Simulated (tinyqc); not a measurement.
# From capture time back to electron-phonon coupling W

Model: non-radiative capture by multiphonon emission, one effective mode. Computed by tinyqc, a small Python program. Command: `OMP_NUM_THREADS=1 python tinyqc.py 3002140 3002141 out.jsonl capture inv`. One thread of a shared host (Intel(R) Xeon(R) Processor @ 2.30GHz), about 0.08 s of CPU time with the checks.

The initial state (free carrier plus empty centre) lies dE above the final state; both have the same frequency and are displaced by dQ.

Inputs (values chosen for the exercise, for a model semiconductor):
```
quantity                  value        unit
energy released dE         1.76          eV
phonon energy hbar omega   80.1         meV
Huang-Rhys factor S        4.43           -
cell volume V              1910  angstrom^3
degeneracy g                  1           -
broadening b                 57         meV
carrier mass m             0.19         m_0
temperature T               200           K
defect density N_t        1e+14       cm^-3
```

Centre: neutral.

Constants: hbar^2/u = 4.18015928e-03 eV angstrom^2; k_B = 8.617333262e-05 eV/K; hbar = 6.582119569e-16 eV s; k_B = 1.380649e-23 J/K; m_0 = 9.1093837015e-31 kg.

Method:
- dQ = sqrt(2 S (hbar^2/u)/hbar omega); relaxation energy lambda = S hbar omega; phonons needed P = dE/hbar omega; classical barrier E_b = (dE - lambda)^2/(4 lambda); occupation n = 1/(exp(hbar omega/k_B T) - 1).
- Huang-Rhys weight for a net emission of p phonons: L_p = exp(-S (2n + 1)) ((n + 1)/n)^(p/2) I_p(2 S sqrt(n (n + 1))), I_p the modified Bessel function.
- M_p = sum_m w_m <m_i|Q|(m + p)_f>^2 with Q counted from the final minimum and Boltzmann weights w_m for m = 0..24; <m_i|Q|k_f> = sqrt((hbar^2/u)/(2 hbar omega)) [sqrt(k) <m|k-1> + sqrt(k+1) <m|k+1>], with overlaps of oscillators displaced by d = sqrt(2 S) summed on 1500 points from -16 to 16 + d.
- The delta function is a Gaussian of standard deviation b at dE - p hbar omega.
- C_0 = V (2 pi/hbar) g W^2 sum_p M_p Gaussian_p. The sum runs over the seven p from round(P) - 3 to round(P) + 3; 1 angstrom^3 = 1e-24 cm^3.
- For a neutral centre the Sommerfeld factor is 1.
- C = s C_0; v = sqrt(3 k_B T/m); sigma = C/v; tau = 1/(C N_t).

Task: A run gave the result below. Find the electron-phonon coupling W, known to lie between 0.03 and 0.078 eV/(u^(1/2) angstrom).

capture time = 1.840418 s

Result:

Each step takes the trial c = (a f_b - b f_a)/(f_b - f_a), f being the result less the target and a, b, c the logarithms of the listed values; c replaces end b, the old b replaces a if the sign of f changed, and otherwise f_a is halved.

Scan of the range:
```
electron-phonon coupling W (eV/(u^(1/2) angstrom))  capture time (s)
0.0300                                                       3.17927
0.0352                                                       2.30932
0.0413                                                       1.67753
0.0484                                                       1.22146
0.0567                                                       0.89003
0.0665                                                       0.64703
0.0780                                                       0.47031
```

False position (Illinois rule, in the logarithm of the input) inside the bracket:
```
step      end a      end b      trial  capture time (s)
1     0.0352000  0.0413000  0.0396329           1.82163
2     0.0352000  0.0396329  0.0392856           1.85398
3     0.0396329  0.0392856  0.0394307           1.84035
4     0.0392856  0.0394307  0.0394300           1.84042
5     0.0392856  0.0394300  0.0394300           1.84042
6     0.0394300  0.0394300  0.0394300           1.84042
```

Capture time falls at every point of a 13-point scan of the range (every second point is shown), so one value fits; it is bracketed by 0.0352 and 0.0413. The scan shows a pure power law with exponent -2.000, so scaling from any one row also gives the answer directly. Answer: electron-phonon coupling W = 0.03943 eV/(u^(1/2) angstrom).

Caution: the largest term is not the one nearest energy conservation, so C_0 depends strongly on the broadening b.
